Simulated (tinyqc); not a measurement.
From results back to parameters: phonon-assisted absorption at an indirect gap. Three cases, with inputs chosen for the exercise.

Problem. A slab transmits Tr = (1 - R)^2 x/(1 - R^2 x^2) with x = exp(-alpha d) and R = ((nr - 1)/(nr + 1))^2.

Find: x; alpha.

Method. Tr R^2 x^2 + (1 - R)^2 x - Tr = 0; take the positive root, then alpha = -ln(x)/d.

Case 1.

Values chosen (out of a larger set: loosely those of Si at room temperature; Eg is not tied to T; not measured data): nr = 3.63 (refractive index); d = 3 micrometre (thickness).

Tr = 0.490980

Solution.

x = 0.9662
alpha = 115 1/cm

Case 2.

Values chosen (out of a larger set: loosely those of Si at room temperature; Eg is not tied to T; not measured data): nr = 3.61 (refractive index); d = 0.77 micrometre (thickness).

Tr = 0.483284

Solution.

x = 0.9498
alpha = 669 1/cm

Case 3.

Values chosen (out of a larger set: loosely those of AlAs at room temperature; Eg is not tied to T; not measured data): nr = 3.04 (refractive index); d = 12 micrometre (thickness).

Tr = 0.299253

Solution.

x = 0.5293
alpha = 530 1/cm

Computed by tinyqc, one run a case: `OMP_NUM_THREADS=1 python tinyqc.py N N+1 out.jsonl` with N = 1650201, 1650210, 1650309; one thread of a shared Intel(R) Xeon(R) Processor @ 2.30GHz, about 0.01 s a run at most.
